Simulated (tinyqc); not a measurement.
Changing the mean current density: electroplating on a thin resistive seed layer: kinetics, Wagner number and the terminal effect across a wafer. Computed by tinyqc, a small Python program. Command: `OMP_NUM_THREADS=1 python tinyqc.py 3121163 3121164 out.jsonl terminal sweep`. One thread of a shared host (Intel(R) Xeon(R) Processor @ 2.30GHz), about 0.04 s of CPU time with the checks.

Current enters the seed at the rim. The bath is treated as a local resistance per area (no lateral flow in the liquid), two electrons per ion, molar volume 7.11 cm^3/mol, Faraday constant F = e N_A, kinematic viscosity 0.01 cm^2/s, omega = 2 pi x rpm/60; k_B T/e is in volts.

Inputs (values chosen for the exercise, of the order of those for copper plating from an acid sulfate bath):
```
quantity                               value         unit
wafer radius R                           7.5           cm
seed thickness t                          19           nm
seed resistivity                         9.9  microohm cm
bath conductivity kappa                 0.07         S/cm
gap to the anode h                       8.4           cm
extra resistance of a porous plate       280     ohm cm^2
exchange current density i_0           0.076      mA/cm^2
cathodic transfer coefficient alpha     0.55            -
diffusivity of the metal ion         6.1e-06       cm^2/s
metal ion concentration                 0.82        mol/L
rotation rate                            100          rpm
temperature T                            298            K
```

Constants: e = 1.602176634e-19 C; N_A = 6.02214076e+23 1/mol; k_B = 8.617333262e-05 eV/K.

Method:
- Growth rate = i V_m/(2 F). Levich limit i_L = 0.62 x 2 F D^(2/3) omega^(1/2) nu^(-1/6) c. Tafel overpotential eta = (k_B T/(alpha e)) ln(i/i_0); kinetic resistance k_B T/(alpha e i); bath resistance h/kappa + plate; R_s = resistivity/t; Wagner number = kinetic resistance x kappa/R.
- Linearised: with R_t = kinetic + bath resistance the current density obeys (1/r)(r i')' = i R_s/R_t, so i = A I_0(r/l), l = sqrt(R_t/R_s); with x = R/l, edge/centre = I_0(x) and edge/mean = x I_0(x)/(2 I_1(x)).
- Voltage drop in the seed for a uniform current: i R_s R^2/4.
- Full model: seed potential phi(r) with (1/r)(r phi')' = R_s i, where i solves phi = R_b i + (k_B T/(alpha e)) ln(i/i_0) (phi being the driving voltage left at r); phi'(0) = 0 and phi'(R) = R_s i_mean R/2. Solved by collocation to a tolerance of 1e-7.

One run for each value; columns: (1) mean current density (mA/cm^2); (2) edge over centre, full model; (3) kinetic resistance (ohm cm^2); (4) growth rate (nm/min); (5) drop for uniform current (mV):
```
(1)      (2)    (3)   (4)   (5)
0.50   1.154  93.38    11    37
0.99   1.171  47.16    22    73
2.00   1.181  23.35    44   147
3.90   1.186  11.97    86   286
7.70   1.189   6.06   170   564
15.00  1.190   3.11   332  1099
30.00  1.191   1.56   663  2198
60.00  1.191   0.78  1326  4396
```

Over the rows, edge over centre, full model rises from 1.15 to 1.19 (exponent d ln y / d ln x 0.021 between the first rows and 4.7e-4 between the last); kinetic resistance (ohm cm^2) falls from 93.4 to 0.778 (exponent d ln y / d ln x about -1.0 throughout); growth rate (nm/min) rises from 11.1 to 1330 (exponent d ln y / d ln x about 1.0 throughout).
